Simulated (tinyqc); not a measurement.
Inside a calculation. Method: Pariser-Parr-Pople SCF with singles CI, for the molecule NC1=C2C=CC(F)=C2C=C1 (SMILES; centres numbered as the heavy atoms are written). One step of it, computed by the program tinyqc.

Task: PPP integrals. Mataga-Nishimoto: gamma = 14.399645/(R + a), a = 2 x 14.399645/(gamma_rr + gamma_ss); H_rr = -W_r - sum_(s != r) z_s gamma_rs; H_rs = beta for bonds.

Centres (angstrom, eV; a flat drawing with bonds scaled to 1.40 angstrom):
```
centre          x          y  core charge z          W   gamma_rr
1N       2.907000   0.856000              2  25.600000  16.800000
2C       1.747000   0.073000              1  11.160000  11.130000
3C       0.431000   0.552000              1  11.160000  11.130000
4C      -0.352000   1.712000              1  11.160000  11.130000
5C      -1.698000   1.326000              1  11.160000  11.130000
6C      -1.747000  -0.073000              1  11.160000  11.130000
7F      -2.907000  -0.856000              2  39.000000  21.400000
8C      -0.431000  -0.552000              1  11.160000  11.130000
9C       0.352000  -1.712000              1  11.160000  11.130000
10C      1.698000  -1.326000              1  11.160000  11.130000
```

Resonance integrals (eV):
```
i    j       beta
1    2  -2.240000
2    3  -2.390000
3    4  -2.390000
4    5  -2.390000
5    6  -2.390000
6    7  -2.100000
6    8  -2.390000
8    9  -2.390000
9   10  -2.390000
10   2  -2.390000
8    3  -2.390000
```

Give: repulsion gamma_rs; core matrix H.

Result:

repulsion gamma_rs (eV):
```
          1N       2C       3C       4C       5C       6C       7F       8C
1N   16.8000   5.9242   4.0842   3.2722   2.5441   2.4926   2.1130   3.0941
2C    5.9242  11.1300   5.3446   3.6391   2.9034   3.0057   2.5572   4.0452
3C    4.0842   5.3446  11.1300   5.3465   4.0459   4.0452   3.1942   5.3442
4C    3.2722   3.6391   5.3465  11.1300   5.3450   4.0457   3.1944   4.0458
5C    2.5441   2.9034   4.0459   5.3450  11.1300   5.3458   4.2604   4.0458
6C    2.4926   3.0057   4.0452   4.0457   5.3458  11.1300   6.3022   5.3446
7F    2.1130   2.5572   3.1942   3.1944   4.2604   6.3022  21.4000   4.2604
8C    3.0941   4.0452   5.3442   4.0458   4.0458   5.3446   4.2604  11.1300
9C    3.0943   4.0457   4.0458   3.0066   2.9039   3.6391   3.3843   5.3465
10C   4.0842   5.3458   4.0458   2.9039   2.5702   2.9034   2.6114   4.0459

          9C      10C
1N    3.0943   4.0842
2C    4.0457   5.3458
3C    4.0458   4.0458
4C    3.0066   2.9039
5C    2.9039   2.5702
6C    3.6391   2.9034
7F    3.3843   2.6114
8C    5.3465   4.0459
9C   11.1300   5.3450
10C   5.3450  11.1300
```

core matrix H (eV):
```
           1N        2C        3C        4C        5C        6C        7F        8C
1N   -58.4158   -2.2400    0.0000    0.0000    0.0000    0.0000    0.0000    0.0000
2C    -2.2400  -56.4523   -2.3900    0.0000    0.0000    0.0000    0.0000    0.0000
3C     0.0000   -2.3900  -57.9346   -2.3900    0.0000    0.0000    0.0000   -2.3900
4C     0.0000    0.0000   -2.3900  -52.4257   -2.3900    0.0000    0.0000    0.0000
5C     0.0000    0.0000    0.0000   -2.3900  -51.9290   -2.3900    0.0000    0.0000
6C     0.0000    0.0000    0.0000    0.0000   -2.3900  -57.0793   -2.1000   -2.3900
7F     0.0000    0.0000    0.0000    0.0000    0.0000   -2.1000  -72.9904    0.0000
8C     0.0000    0.0000   -2.3900    0.0000    0.0000   -2.3900    0.0000  -58.0869
9C     0.0000    0.0000    0.0000    0.0000    0.0000    0.0000    0.0000   -2.3900
10C    0.0000   -2.3900    0.0000    0.0000    0.0000    0.0000    0.0000    0.0000

           9C       10C
1N     0.0000    0.0000
2C     0.0000   -2.3900
3C     0.0000    0.0000
4C     0.0000    0.0000
5C     0.0000    0.0000
6C     0.0000    0.0000
7F     0.0000    0.0000
8C    -2.3900    0.0000
9C   -52.4498   -2.3900
10C   -2.3900  -51.7111
```
